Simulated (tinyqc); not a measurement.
Worked calculation: Hueckel theory of the pi electrons with the omega technique, for the molecule NC1=CC=C1C=O (SMILES; centres numbered as the heavy atoms are written). One step of it, computed by the program tinyqc.

Question. Orbitals, round 2. Diagonalise; E = alpha + x beta with beta < 0, so the largest x are filled first; degenerate levels share their electrons. P = sum n_i c_ri c_si; each orbital has its largest coefficient positive (the first on a tie).

matrix after round 1, lower triangle:
```
          1N        2C         3C        4C         5C        6C        7O
1N  1.636900
2C  0.800000  0.262843
3C  0.000000  1.000000  -0.127881
4C  0.000000  0.000000   1.000000  0.220185
5C  0.000000  1.000000   0.000000  1.000000  -0.137459
6C  0.000000  0.000000   0.000000  0.000000   1.000000  0.080484
7O  0.000000  0.000000   0.000000  0.000000   0.000000  1.000000  0.564929
```

pi electrons, sum of z_r less the charge = 8

Give: x values; occupations; coefficients; charge and bond-order matrix P.

Answer.

x values: 2.4626  1.7342  1.3079  0.1020  0.0368  -0.9791  -2.1645

occupations: 2.0000  2.0000  2.0000  2.0000  0.0000  0.0000  0.0000

coefficients:
```
       MO1      MO2      MO3      MO4      MO5      MO6      MO7
1N  0.5103   0.7046   0.3431  -0.0537  -0.3300   0.0703   0.0932
2C  0.5267   0.0857  -0.1411   0.1031   0.6600  -0.2300  -0.4429
3C  0.3325  -0.1092  -0.3684  -0.5235   0.2084   0.4949   0.4234
4C  0.3347  -0.2890  -0.3879  -0.2234  -0.6257  -0.1913  -0.4195
5C  0.4179  -0.3284  -0.0535   0.5499  -0.0936  -0.2656   0.5770
6C  0.2253  -0.4113   0.4516   0.2521  -0.0506   0.6448  -0.3071
7O  0.1187  -0.3518   0.6078  -0.5445   0.0959  -0.4176   0.1125
```

charge and bond-order matrix P, lower triangle:
```
         1N       2C       3C       4C       5C      6C      7O
1N   1.7550
2C   0.5505   0.6307
3C  -0.0110   0.3276   1.0646
4C  -0.3078   0.3664   0.8054   0.7918
5C  -0.1320   0.5125  -0.1867   0.2653   1.1756
6C  -0.0669   0.0914  -0.3570  -0.0744   0.6874  0.9748
7O   0.1010  -0.2190   0.2781   0.0546  -0.3337  0.6173  1.6075
```
